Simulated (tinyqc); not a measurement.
# Changing the base doping at the emitter edge N_0

Model: minority-electron transport through the base of a bipolar transistor (Moll-Ross and Kroemer integrals). Computed by tinyqc, a small Python program. Command: `OMP_NUM_THREADS=1 python tinyqc.py 3017214 3017215 out.jsonl base sweep`. One thread of a shared host (Intel(R) Xeon(R) Processor @ 2.30GHz), about 0.01 s of CPU time with the checks.

Low injection, one dimension, x from the emitter edge (0) to the collector edge (W), s = x/W. Recombination is treated as a small correction (valid for tau_B well below tau_n), computed from the stored charge.

Inputs (values chosen for the exercise, modelled on silicon):

| quantity | value | unit |
|---|---|---|
| intrinsic density n_i at the emitter edge | 9.6e+09 | 1/cm^3 |
| base width W | 140 | nm |
| mu_min | 200 | cm^2/(V s) |
| mu_max | 1380 | cm^2/(V s) |
| N_ref | 1.9e+17 | 1/cm^3 |
| saturation velocity v_s | 0.97 | 1e7 cm/s |
| electron lifetime tau_n | 8.3 | ns |
| emitter Gummel number G_E | 1.5e+14 | s/cm^4 |
| base-emitter voltage V_BE | 0.67 | V |
| temperature T | 300 | K |
| doping ratio N_0/N(W) | 27 | - |
| gap narrowing across the base dE_g | 34 | meV |

Base doping profile: Gaussian. Gap grading: linear. Exit of the base: infinite sink.

Constants: k_B = 8.617333262e-05 eV/K; e = 1.602176634e-19 C.

Method:
- N(x) = N_0 (ratio)^(-s^2); n_i(x)^2 = n_i^2 exp(s dE_g/k_B T); D(x) = (k_B T/e) mu, mu = mu_min + (mu_max - mu_min)/(1 + (N/N_ref)^0.7).
- With y(x) = N n_i^2/(D n_i(x)^2): base Gummel number G_B = int_0^W y dx; J_C = e n_i^2 exp(e V_BE/k_B T)/G_B; n(x) = (J_C/e)(n_i(x)^2/(N n_i^2)) [int_x^W y dx]; transit time tau_B = (e/J_C) int n dx; trapezoid rule on 401 even points.
- Emitter-limited gain beta_E = G_E/G_B; recombination-limited gain beta_R = tau_n/tau_B; 1/beta = 1/beta_E + 1/beta_R; f_T from the base alone = 1/(2 pi tau_B).

One run for each value:

| base doping at the emitter edge N_0 (1/cm^3) | current gain beta | collector current density J_C (A/cm^2) | base transit time tau_B (ps) | beta_E | beta_R |
|---|---|---|---|---|---|
| 2.00e+17 | 2.1833e+03 | 6.0779e+01 | 1.3806 | 3.4284e+03 | 6011.9 |
| 4.30e+17 | 1.0340e+03 | 2.3009e+01 | 1.6318 | 1.2979e+03 | 5086.5 |
| 9.50e+17 | 4.1545e+02 | 8.1917e+00 | 2.0156 | 4.6207e+02 | 4117.8 |
| 2.10e+18 | 1.5638e+02 | 2.9117e+00 | 2.5418 | 1.6424e+02 | 3265.3 |
| 4.50e+18 | 6.0823e+01 | 1.1039e+00 | 3.1650 | 6.2267e+01 | 2622.5 |
| 9.70e+18 | 2.4098e+01 | 4.3205e-01 | 3.8567 | 2.4370e+01 | 2152.1 |
| 2.10e+19 | 9.8594e+00 | 1.7574e-01 | 4.5428 | 9.9129e+00 | 1827.1 |
| 1.00e+20 | 1.7953e+00 | 3.1866e-02 | 5.6510 | 1.7975e+00 | 1468.8 |

Give the missing row, base doping at the emitter edge N_0 (1/cm^3) = 4.60e+19.

Computed row; columns: (1) base doping at the emitter edge N_0 (1/cm^3); (2) current gain beta; (3) collector current density J_C (A/cm^2); (4) base transit time tau_B (ps); (5) beta_E; (6) beta_R:
```
(1)              (2)         (3)     (4)         (5)     (6)
4.60e+19  4.1289e+00  7.3386e-02  5.1600  4.1395e+00  1608.5
```

Interpolating between the two neighbouring rows (the first column on a logarithmic scale, the others too where they are positive) misses most in beta_R, by 1.8 %. Over the rows, current gain beta falls from 2180 to 1.80 (exponent d ln y / d ln x -0.98 between the first rows and -1.1 between the last); collector current density J_C (A/cm^2) falls from 60.8 to 0.0319 (exponent d ln y / d ln x -1.3 between the first rows and -1.1 between the last); base transit time tau_B (ps) rises from 1.38 to 5.65 (exponent d ln y / d ln x 0.22 between the first rows and 0.12 between the last). Gap narrowing by heavy doping and the fall of the lifetime with N are left out; both matter at the high end.

Caution (rows 2.00e17): the mean velocity exceeds v_s, so drift-diffusion with a low-field mobility overstates the speed.
